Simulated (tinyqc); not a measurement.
Rectangular fin or nanosheet with a gate all round, subbands and threshold shift from confinement: one step of the calculation.

Undoped body with a flat potential across it, hard walls, transport along x. One isotropic valley (g = 1, mx = my = mz = me). Non-parabolicity enters the subband edges through E (1 + al E) = gamma, so E = 2 gamma/(1 + sqrt(1 + 4 al gamma)); motion within a subband is taken as parabolic with the band-edge mass. Energies are counted from the bulk band edge.

Question. Threshold shift. Each subband has N_k = g sqrt(2 mx m0 kB T/(pi hbar^2)); without degeneracy n = exp(EF/Vt) sum N_k exp(-E_k/Vt). Classical value Nc times t H, Nc = sum over valleys of 2 g (m m0 kB T/(2 pi hbar^2))^1.5 with m = (mx my mz)^(1/3). Threshold shift dVT = Vt ln(classical value/sum N_k exp(-E_k/Vt)). Use the subbands listed.

Parameters, values chosen for the exercise; masses close to those of GaN:
```
symbol,value,unit,meaning
T,400,K,temperature
me,0.2,m0,mass at the band edge
t,7.6,nm,width (along y)
H,7.6,nm,height (along z)
```

Constants: q = 1.602176634e-19 C, kB = 1.380649e-23 J/K, hbar = 1.054571817e-34 J s, m0 = 9.1093837015e-31 kg, Vt = kB T/q. Results are converted to the units shown.

```
subband     E_k (eV)  N_k (cm^-1)
1,1      0.059646773  2.3999104e6
1,2       0.14695756  2.3999104e6
2,1       0.14695756  2.3999104e6
2,2       0.23186678  2.3999104e6
1,3       0.28723251  2.3999104e6
3,1       0.28723251  2.3999104e6
```

Find: shares; sum N_k exp(-E_k/Vt); Nc; classical value; dVT.

Answer.

shares, subband 1,1 to 3,1 (%): 85.59  6.80  6.80  0.58  0.12  0.12
sum N_k exp(-E_k/Vt) = 4.969e5 cm^-1
Nc = 3.456e18 cm^-3
classical value = 1.996e6 cm^-1
dVT = 47.93 mV

Numbers from tinyqc (`OMP_NUM_THREADS=1 python tinyqc.py 2350016 2350017 out.jsonl`; about 0.09 s on one thread of a shared Intel Xeon 2.30GHz).
